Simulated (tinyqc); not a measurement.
Regular and subregular solution with a miscibility gap: one step, computed by the program tinyqc.

Per mole of mixing sites: G(x) = x (1 - x) [L0 + L1 (1 - 2x)] + R T [x ln x + (1 - x) ln(1 - x)], x the fraction of B.

Task: Critical point. The spinodal is G'' = 0, R T_s(x) = x (1 - x) [2 L0 + 6 L1 (1 - 2x)]; the critical point is its maximum.

Inputs (values chosen for the exercise, for a model alloy): asymmetry L1 = -0.22 kJ/mol.

L0 = 53 kJ/mol

Constants: R = 8.314462618 J/(mol K).

Give: critical composition x_c; critical temperature T_c.

Result:

critical composition x_c = 0.5031

critical temperature T_c = 3187 K

L1 < 0 moves the top of the gap to the B-rich side and raises it by 0.1 K over L0/(2 R). Caution: a real alloy may melt or decompose below this critical temperature.
